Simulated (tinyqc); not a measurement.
Trench capacitor in an array: capacitance, non-linearity, leakage and relaxation: capacitance, non-linearity and leakage against thickness.

A film between two metal electrodes, each interface adding a series capacitance ci. The small-signal permittivity is ek (1 + aq E^2); the field is found with the linear permittivity. Leakage J = J0 sinh(E/Ef). After a voltage step the film passes a relaxation current kr C V tt^(-nr), tt being the time in seconds. The sidewall is a coaxial capacitor with radii a = dm/2 - t and b = dm/2, depth AR dm; the end face is left out.

Planar film: Cf = eps0 ek/t, 1/C = 1/Cf + 2/ci, EOT = 3.9 eps0/C, effective permittivity C t/eps0, E = (V/t) C/Cf; quadratic coefficient [C(V)/C - 1]/V^2 with Cf (1 + aq E^2) in C(V).

Inputs (values chosen for the exercise); permittivity of the order of that of silicon nitride: relative permittivity of the film ek = 7.63; capacitance of each electrode interface (dead layer and screening) ci = 1000 uF/cm^2; quadratic field coefficient of the permittivity aq = 0.0027 cm^2/MV^2; bias V = 0.6 V; leakage prefactor J0 = 8.2e-11 A/cm^2; field for an e-fold rise of the leakage Ef = 0.3 MV/cm.

Constants: eps0 = 8.8541878128e-14 F/cm where lengths are in cm. Results are converted to the units shown.

Result of one run:
```
t (nm)  C (uF/cm^2)  EOT (nm)  effective permittivity  E (MV/cm)  quadratic coefficient (ppm/V^2)  J (A/cm^2)
40          0.16884    20.453                  7.6274    0.14995                           168.58  4.2714e-11
```

What becomes of these results when the film thickness t is changed from 40 to 3.7 nm, all else the same?

Result of the changed run:
```
t (nm)  C (uF/cm^2)  EOT (nm)  effective permittivity  E (MV/cm)  quadratic coefficient (ppm/V^2)  J (A/cm^2)
3.7          1.8192    1.8981                  7.6022     1.6157                            19507   8.9489e-9
```

The whole series:
```
t (nm)  C (uF/cm^2)  EOT (nm)  effective permittivity  E (MV/cm)  quadratic coefficient (ppm/V^2)  J (A/cm^2)
2.5          2.6878    1.2848                  7.5890     2.3871                            42504   1.1707e-7
3.7          1.8192    1.8981                  7.6022     1.6157                            19507   8.9489e-9
5.5          1.2253    2.8182                  7.6113     1.0882                           8860.1   1.5412e-9
8.2         0.82252    4.1983                  7.6174    0.73050                           3995.7  4.6446e-10
12          0.56235    6.1406                  7.6214    0.49944                           1868.7  2.0891e-10
18          0.37504    9.2074                  7.6243    0.33308                           831.46  1.1094e-10
27          0.25009    13.808                  7.6262    0.22211                           369.81  6.6411e-11
40          0.16884    20.453                  7.6274    0.14995                           168.58  4.2714e-11
60          0.11257    30.675                  7.6283   0.099977                           74.949  2.7836e-11
```

C falls from 2.69 to 0.113 uF/cm^2 while the effective permittivity goes from 7.59 to 7.63 (ek = 7.63). EOT is a straight line in t with slope 3.9/ek = 0.511 and intercept 0.00691 nm. The quadratic coefficient goes as t^(-1.99) between the first two rows and t^(-2.00) between the last two (-2 without interfaces), and J falls by 3.62 decades. For t = 2.5, 3.7 direct tunnelling, left out, would add to the leakage.

tinyqc, about 0.01 s, one thread, Intel Xeon 2.30GHz (shared host): `OMP_NUM_THREADS=1 python tinyqc.py 2102089 2102090 out.jsonl`
